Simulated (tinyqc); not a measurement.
From results back to parameters: quantum-confined Stark effect in a modulator well. Three cases, with inputs chosen for the exercise.

Problem. The shift of E_e + E_h was computed from a hidden field.

Envelopes on cells of 0.5 angstrom over the well |z| < L/2 and 45 angstrom of barrier on each side, psi = 0 beyond, psi'/m continuous (mean mass between points), c = hbar^2/2m0. The electron sees + e F z and the hole - e F z, each with its offset in the barriers; 1 kV/cm = 1e-5 eV/angstrom. Light holes, band mixing and escape by tunnelling are left out.

Constants: hbar^2/2m0 = 3.80998211 eV angstrom^2.

Find: F; local exponent d ln(shift)/d ln F.

Method. The shift grows steadily in size with F, so bisection finds one value; its slope is -e times the separation of the carriers.

Case 1.

Values chosen (near those of a Ge well in SiGe, direct gap; the results hold for these values, not for the real material): L = 96 angstrom (well width); Vc = 0.361 eV (conduction offset); Vv = 0.117 eV (heavy-hole offset); me = 0.0418 m0 (electron, well); meb = 0.0562 m0 (electron, barrier); mh = 0.214 m0 (heavy hole along z, well); mhb = 0.222 m0 (heavy hole, barrier).

shift = -2.761 meV

Solution.

F = 39.0 kV/cm
local exponent d ln(shift)/d ln F = 1.96

Case 2.

Values chosen (near those of an InGaAsP well in InP; the results hold for these values, not for the real material): L = 96 angstrom (well width); Vc = 0.201 eV (conduction offset); Vv = 0.313 eV (heavy-hole offset); me = 0.0493 m0 (electron, well); meb = 0.0802 m0 (electron, barrier); mh = 0.347 m0 (heavy hole along z, well); mhb = 0.499 m0 (heavy hole, barrier).

shift = -22.146 meV

Solution.

F = 111.0 kV/cm
local exponent d ln(shift)/d ln F = 1.77

Case 3.

Values chosen (near those of a Ge well in SiGe, direct gap; the results hold for these values, not for the real material): L = 114 angstrom (well width); Vc = 0.356 eV (conduction offset); Vv = 0.105 eV (heavy-hole offset); me = 0.0418 m0 (electron, well); meb = 0.0566 m0 (electron, barrier); mh = 0.218 m0 (heavy hole along z, well); mhb = 0.228 m0 (heavy hole, barrier).

shift = -6.161 meV

Solution.

F = 45.0 kV/cm
local exponent d ln(shift)/d ln F = 1.89

Computed by tinyqc, one run a case: `OMP_NUM_THREADS=1 python tinyqc.py N N+1 out.jsonl` with N = 1251979, 1251985, 1252012; one thread of a shared Intel(R) Xeon(R) Processor @ 2.30GHz, about 0.2 s a run at most.
